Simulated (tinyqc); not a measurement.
Lossy package transmission line with skin effect: one step of the calculation.

A uniform line in a homogeneous dielectric: c = sqrt(er)/(c0 Z0), l = Z0 sqrt(er)/c0 (c0 = 299792458 m/s), g = w c td, w = 2 pi f. The resistance joins its limits as r = sqrt(r_dc^2 + r_hf^2), with r_dc = rho/(wd th), r_hf = kr rho/(2 delta (wd + th)), delta = sqrt(rho/(pi f mu0)), mu0 = 4 pi 1e-7 H/m; this is an interpolation, and internal inductance, up to 0.05 nH/mm at low frequency, is neglected.

Question. Line constants. delta, r_dc, r_hf, r, l, c and g as defined.

Values chosen for this exercise:
```
symbol,value,unit,meaning
wd,55,um,width of the strip
th,9.7,um,thickness of the strip
rho,2.9,uohm cm,resistivity
er,2.7,,relative permittivity
td,0.01,,loss tangent
Z0,50,ohm,lossless impedance sqrt(l/c)
kr,2,,factor for crowding and the return path
f,4.8,GHz,frequency
```

Give: delta; r_dc; r_hf; r; l; c; g.

Answer.

delta = 1.2371 um
r_dc = 0.054358 ohm/mm
r_hf = 0.36232 ohm/mm
r = 0.36638 ohm/mm
l = 0.27405 nH/mm
c = 109.62 pF/m
g = 0.033061 S/m

r is 6.74 times r_dc; the skin depth is 0.128 of the thickness.

Numbers from tinyqc (`OMP_NUM_THREADS=1 python tinyqc.py 2810220 2810221 out.jsonl`; about 0.01 s on one thread of a shared Intel Xeon 2.30GHz).
